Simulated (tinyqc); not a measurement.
LED efficiency against current.

ABC model of an LED: J = q da (A n + Ba n^2 + Ca n^3), IQE = Ba n^2/(A n + Ba n^2 + Ca n^3), differential lifetime 1/(A + 2 Ba n + 3 Ca n^2).

Parameters, values chosen for the exercise: defect coefficient of the active layer A = 4.2e6 1/s; radiative coefficient of the active layer Ba = 1.2e-10 cm^3/s; Auger coefficient of the active layer Ca = 2.9e-30 cm^6/s; thickness of the active layer da = 29 nm.

Constants: q = 1.602176634e-19 C. Results are converted to the units shown.

Result of one run:
```
J (A/cm^2)	n (cm^-3)	IQE (%)	defect share (%)	Auger share (%)	differential lifetime (ns)
400	2.582e18	92.94	1.260	5.800	1.466
```

What becomes of these results when the current density J is changed from 400 to 30000 A/cm^2, all else the same?

Result of the changed run:
```
J (A/cm^2)	n (cm^-3)	IQE (%)	defect share (%)	Auger share (%)	differential lifetime (ns)
30000	1.916e19	68.26	0.1247	31.61	0.1282
```

The whole series:
```
J (A/cm^2)	n (cm^-3)	IQE (%)	defect share (%)	Auger share (%)	differential lifetime (ns)
0.3	5.788e16	62.26	37.65	0.08709	55.19
1	1.174e17	76.87	22.91	0.2181	30.77
5	2.816e17	88.41	10.99	0.6016	13.80
20	5.778e17	93.06	5.637	1.299	6.860
90	1.235e18	94.50	2.678	2.821	3.186
400	2.582e18	92.94	1.260	5.800	1.466
1000	4.027e18	90.42	0.7858	8.799	0.8995
6000	9.354e18	81.31	0.3042	18.38	0.3322
30000	1.916e19	68.26	0.1247	31.61	0.1282
```

The IQE goes from 62.3 through a maximum of 94.5 (at J = 90 A/cm^2 among the rows listed) to 68.3 %. The exact peak, Q/(Q + 2) = 94.5 % with Q = Ba/sqrt(A Ca) = 34.4, lies at n = sqrt(A/Ca) = 1.20e18 cm^-3, J = 85.4 A/cm^2, where the defect and Auger shares are equal. n goes as J^(0.59) at the low end and J^(0.45) at the high end.

Computed by the program tinyqc: `OMP_NUM_THREADS=1 python tinyqc.py 2300141 2300142 out.jsonl`, one thread of a shared Intel Xeon 2.30GHz, about 0.01 s for the whole run.
